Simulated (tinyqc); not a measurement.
Inside a calculation. Method: plane-wave Kohn-Sham cycle with exchange-only LDA in a layered model solid. One step of it, computed by the program tinyqc.

Problem. Iteration 2: levels at that k. Diagonalise the Hermitian matrix.

H (hartree), lower triangle:
```
           -3         -2         -1         +0         +1        +2        +3
-3   0.409173
-2   0.094034   0.076969
-1  -0.057129   0.094034  -0.115359
+0   0.003336  -0.057129   0.094034  -0.167813
+1   0.001606   0.003336  -0.057129   0.094034  -0.080391
+2  -0.000638   0.001606   0.003336  -0.057129   0.094034  0.146907
+3  -0.000682  -0.000638   0.001606   0.003336  -0.057129  0.094034  0.514080
```

Give: eigenvalues.

Solution.

eigenvalues (hartree): -0.3369  -0.1011  -0.0308  0.1062  0.1709  0.4363  0.5390
